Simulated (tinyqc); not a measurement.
Grain-boundary trapping model (Seto) of a polycrystalline semiconductor film: one step, computed by the program tinyqc. Command: `OMP_NUM_THREADS=1 python tinyqc.py 3021270 3021271 out.jsonl poly walk`. One thread of a shared host (Intel(R) Xeon(R) Processor @ 2.30GHz), about 0.01 s of CPU time with the checks.

Grains of equal size L are joined by thin boundaries with one trap level. Trapped carriers deplete a width W on each side and raise a barrier, crossed by thermionic emission. Dopants are fully ionised, statistics are non-degenerate and mu_g does not depend on T.

Problem. Activation energy. N_c(T) = N_c (T/300 K)^(3/2). Filled traps Q = Q_t/(1 + (1/2) exp((E_t* - E_F)/k_B T)), where E_t* = e V_B - E_t and E_F are counted from the band edge at the grain centre. Partial depletion: Q = 2 N W, V_B = e N W^2/(2 eps eps_0), E_F = k_B T ln(N/N_c); solve for W. If that W would exceed L/2 the grain is fully depleted: W = L/2, Q = N L, and E_F follows from the trap equation. Centre density n_0 = N_c exp(E_F/k_B T). Boundary: sigma_b = L e^2 n_0 exp(-e V_B/k_B T)/sqrt(2 pi m k_B T); drift through the grain, depleted parts included: rho_g = [(1 - 2W/L) + (2W/L) int_0^1 exp(y^2 s^2) ds]/(e n_0 mu_g); rho = 1/sigma_b + rho_g. Mean carrier density n_av = n_0 [(1 - 2W/L) + (2W/L) (sqrt(pi)/2) erf(y)/y], y = sqrt(e V_B/k_B T); effective mobility 1/(e n_av rho). E_a = d ln(rho)/d(1/k_B T) from T - 5 K and T + 5 K; temperature coefficient d ln(rho)/dT.

Inputs (values chosen for the exercise, modelled on polycrystalline ZnO):

| quantity | value | unit |
|---|---|---|
| permittivity eps | 8.3 | - |
| effective mass m | 0.29 | m_0 |
| effective density of states at 300 K, N_c | 3.6e+18 | 1/cm^3 |
| grain size L | 300 | nm |
| trap density Q_t | 1.3e+12 | 1/cm^2 |
| trap level E_t below the band edge | 0.33 | eV |
| doping N | 2.7e+16 | 1/cm^3 |
| mobility inside the grains mu_g | 140 | cm^2/(V s) |
| temperature T | 400 | K |

Grain interior: resistance included.

Constants: k_B = 8.617333262e-05 eV/K; e = 1.602176634e-19 C; eps_0 = 8.8541878128e-12 F/m; m_0 = 9.1093837015e-31 kg; k_B = 1.380649e-23 J/K.

Give: activation energy E_a; temperature coefficient.

Solution.

activation energy E_a = 0.3075 eV

temperature coefficient = -2.231 %/K
